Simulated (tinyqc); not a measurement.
Deal-Grove kinetics of thermal oxidation of silicon: one step, computed by the program tinyqc. Command: `OMP_NUM_THREADS=1 python tinyqc.py 3007169 3007170 out.jsonl oxide walk`. One thread of a shared host (Intel(R) Xeon(R) Processor @ 2.30GHz), about 0.02 s of CPU time with the checks.

Oxidant diffuses through the oxide and reacts at the interface, so that dx/dt = B/(A + 2x) for the oxide thickness x.

Problem. Two steps, the one at T2 first. B = B0 p exp(-E_B/(k_B T)), B/A = (B/A)0 p^m exp(-E_A/(k_B T)), p in atm; A = B/(B/A). Temperatures in kelvin are T(C) + 273.15. tau = (x_i^2 + A x_i)/B and x = (A/2) [sqrt(1 + 4 B (t + tau)/A^2) - 1], the root of x^2 + A x = B (t + tau). First t2 at T2 from x_i, then t at T from the thickness reached.

Inputs (values chosen for the exercise, close to those used for silicon): prefactor B0 = 710 um^2/h; activation energy E_B = 1.21 eV; prefactor (B/A)0 = 3.19e+06 um/h; activation energy E_A = 2.01 eV; temperature T = 1200 C; oxidant pressure p = 1 atm; pressure exponent m of B/A = 0.71; initial oxide x_i = 0.1 um; time t = 1.7 h; temperature of step 2, T2 = 1150 C; time of step 2, t2 = 2.6 h.

Ambient: dry oxygen. Surface: (100). Extension: second step.

length A = 0.1214337 um

parabolic constant B = 0.05149202 um^2/h

Constants: k_B = 8.617333262e-05 eV/K.

Give: thickness after t2 at T2; final thickness in this order.

Solution.

thickness after t2 at T2 = 0.2801 um

final thickness in this order = 0.3906 um
